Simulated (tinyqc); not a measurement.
On-chip interconnect, size-dependent resistivity and RC delay: one step of the calculation.

A rectangular line between two neighbours and two ground planes. Surface and grain-boundary scattering are added to the bulk resistivity as corrections; capacitances are parallel-plate values without fringing; inductance is ignored.

Task. Resistivity, resistance and capacitance per length. Metal width x = wd - 2 tl, height y = AR wd - tl; grain boundaries (Mayadas-Shatzkes): al = (lam/(gr x)) Rg/(1 - Rg), g = 1/[1 - 3 al/2 + 3 al^2 - 3 al^3 ln(1 + 1/al)] - 1; surfaces (Fuchs-Sondheimer, thick limit): s = (3/8) lam (1 - ps)(1/x + 1/y); rho = rho0 (1 + g + s); r = rho/(x y); c = eps0 ek (2 wd/hd + 2 Mf AR wd/sp).

Inputs (values chosen for the exercise); metal values close to those of aluminium:
- rho0 = 2.68 uohm cm (bulk resistivity)
- lam = 19.4 nm (bulk mean free path)
- ps = 0 (specular share of surface scattering)
- Rg = 0.3 (reflection coefficient of grain boundaries)
- gr = 1 (grain size over the metal width)
- wd = 19 nm (drawn line width)
- AR = 2.4 (aspect ratio, height over width)
- tl = 2.2 nm (liner on both walls and the bottom, not conducting)
- sp = 19 nm (space to the neighbouring lines)
- hd = 26 nm (dielectric height to the planes above and below)
- ek = 3 (relative permittivity of the dielectric)
- Mf = 1 (Miller factor of the neighbours)

Constants: eps0 = 8.8541878128e-12 F/m. Results are converted to the units shown.

Give: x; y; al; g; s; rho; r; c.

Result.

x = 14.60 nm
y = 43.40 nm
al = 0.5695
g = 0.7953
s = 0.6659
rho = 6.596 uohm cm
r = 104.1 ohm/um
c = 0.1663 fF/um

Range of the model: The metal width is under the mean free path, where the thick-limit surface term and the simple sum of corrections lose accuracy.

tinyqc, about 0.01 s, one thread, Intel Xeon 2.30GHz (shared host): `OMP_NUM_THREADS=1 python tinyqc.py 2100122 2100123 out.jsonl`
